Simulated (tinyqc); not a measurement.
Growth over eight decades: Cabrera-Mott growth of a thin oxide under its own electric field. Computed by tinyqc, a small Python program. Command: `OMP_NUM_THREADS=1 python tinyqc.py 3003382 3003383 out.jsonl cabrera walk`. One thread of a shared host (Intel(R) Xeon(R) Processor @ 2.30GHz), about 0.02 s of CPU time with the checks.

Electrons cross the film freely and set a fixed potential V across it; the field V/x lowers the barrier for ions entering the oxide.

Inputs (values chosen for the exercise, for a model metal):

| quantity | value | unit |
|---|---|---|
| barrier W | 1.18 | eV |
| Mott potential V | 1.5 | V |
| ion charge number z | 2 | - |
| half jump distance b | 2.1 | angstrom |
| prefactor u0 = N Omega nu | 6.8e+12 | angstrom/s |
| temperature T | 250 | K |
| starting thickness x0 | 7.7 | angstrom |

Backward hops: ignored.

Constants: k_B = 8.617333262e-05 eV/K.

Method:
- u = u0 exp(-W/(k_B T)), X1 = z b V/(k_B T) with V in volts and k_B T in eV; dx/dt = u exp(X1/x).
- t(x) = int_(x0)^x dx / (dx/dt) by Gauss-Legendre quadrature (80 points on each side of (x0 + 2 x)/3), solved for x.
- Closed form for thin films (leading term of the integral): x solves (x^2/(u X1)) exp(-X1/x) = t.

u = 1.10855e-11 angstrom/s

X1 = 292.434 angstrom

Thickness:

| t (s) | x (angstrom) | 1/x (1/angstrom) | closed form (angstrom) |
|---|---|---|---|
| 1.00e+00 | 11.968 | 0.083559 | 11.933 |
| 1.00e+01 | 13.109 | 0.076285 | 13.064 |
| 1.00e+02 | 14.479 | 0.069064 | 14.420 |
| 1.00e+03 | 16.154 | 0.061906 | 16.073 |
| 1.00e+04 | 18.240 | 0.054823 | 18.128 |
| 1.00e+05 | 20.906 | 0.047832 | 20.742 |
| 1.00e+06 | 24.416 | 0.040956 | 24.165 |
| 1.00e+07 | 29.218 | 0.034226 | 28.810 |
| 1.00e+08 | 36.119 | 0.027687 | 35.403 |

Per decade of time the film gains 1.1 angstrom at first and 6.9 at the end. The inverse-logarithmic law predicts -X1 d(1/x)/d ln t near 1; the rows give 0.92 at first and 0.83 at the end. The closed form misses by at most 2.0 %.

Extremes, crossings and ranges named in words are read from the listed rows.
